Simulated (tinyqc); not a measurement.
ESD clamp with bipolar snapback, compact model and design window: one step of the calculation.

The drain junction multiplies the current that enters it: Igen = (M - 1)(Ic + I0), M = 1/(1 - (Vj/BV)^n). The generated holes leave through the substrate resistance and the base of the parasitic npn: Igen = Vb/Rb + Ic/be, Ic = Is exp(Vb/Vt). Terminal current I = Ic + I0 + Igen and voltage V = Vj + I Ro, per width. Isothermal, constant gain.

Task. Base voltage at the failure current. I(Vb) = Ic (1 + 1/be) + I0 + Vb/Rb, I' = Ic (1 + 1/be)/Vt + 1/Rb; Newton steps on ln I: Vb(new) = Vb - ln(I/It2) I/I'. V follows from the introduction.

Inputs (values chosen for the exercise); values close to those of grounded-gate n-channel clamps:
```
symbol    value    unit                               meaning
T           300       K                           temperature
BV          7.7       V            junction breakdown voltage
n           2.7                exponent of the multiplication
be          5.3             current gain of the parasitic npn
Is      1.3e-17    A/um                    saturation current
I0      4.9e-12    A/um                      junction leakage
Rb        60000  ohm um                  substrate resistance
Ro          220  ohm um  drain ballast and contact resistance
It2        10.6   mA/um            failure current for 100 ns
```

Constants: q = 1.602176634e-19 C, kB = 1.380649e-23 J/K, Vt = kB T/q. Results are converted to the units shown.

Vb at the start = 0.75 V

Give: I; V; I'; Vb after iteration 1.

Result.

I = 0.07394 mA/um
V = 4.952 V
I' = 2.393 mS/um
Vb after iteration 1 = 0.9034 V

Numbers from tinyqc (`OMP_NUM_THREADS=1 python tinyqc.py 2670017 2670018 out.jsonl`; about 0.01 s on one thread of a shared Intel Xeon 2.30GHz).
